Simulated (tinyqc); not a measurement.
Inside a calculation: band folding and unfolding in a supercell of a chain. Values are carried at full precision from step to step, so a last printed digit may differ when a step is redone from the rounded ones.

A chain with hopping -t and n = 2 sites a supercell. H(K) has v_j on the diagonal, -t between neighbours and -t exp(2 pi i K) on the bond that closes the cell (from the last site to the first of the next cell). The point K holds the n wave vectors k_m = (K + m)/n of the primitive zone, in 2 pi/a, m = 0 to n - 1, with E0 = -2t cos(2 pi k_m). The unfolding weight of a state c on k_m is |sum_j c_j exp(-2 pi i k_m j)|^2/n, j = 0 to n - 1.

Values chosen for the exercise:
```
symbol  value      unit        meaning
t       1.25       eV          hopping
v       (1.35, 0)  eV          site energies in the supercell
Kq      0.43       2 pi/(n a)  wave vector in the small zone
```

## Folded levels and Fourier components

List k_m and E0; V_q = (1/n) sum_j v_j exp(-2 pi i q j/n) couples k_m to k_(m+q).

Folded band:
```
m  k_m (2 pi/a)  E0 (eV)
0        0.2150  -0.5454
1        0.7150   0.5454
```

V_0, V_1, ... (eV): 0.6750  0.6750

## Supercell Hamiltonian

Fill in H(K).

H (eV):
```
                 1                2
1           1.3500  -0.1190+0.5322i
2  -0.1190-0.5322i                0
```

## Levels and unfolding weights

Diagonalise and project each state on the k_m.

levels (eV): -0.1928  1.5428

weights:
```
     level 1  level 2
m=0    0.814    0.186
m=1    0.186    0.814
```

Every state keeps 81.4 % on one k; rows and columns each add to one.

## Moments of the spectral function

For each k_m: mean sum_i W E_i and variance sum_i W E_i^2 less the mean squared. The mean must be E0 plus the average of v, and the variance that of v.

Moments:
```
m  mean (eV)  variance (eV^2)
0      0.130            0.456
1      1.220            0.456
```

The average of v is 0.6750 eV and its variance 0.4556 eV^2: the virtual crystal gives the mean, and the variance is the spread of weight over several levels that it leaves out.

## Checks

- Variance of the spectral function against the variance of v: they agree to 1e-10 or better.
- Levels for v = 0 against the folded band: they agree to 1e-10 or better.

(tinyqc, `OMP_NUM_THREADS=1 python tinyqc.py 1452001 1452002 out.jsonl`, Intel(R) Xeon(R) Processor @ 2.30GHz, 1 thread, shared host, about 0.01 s.)
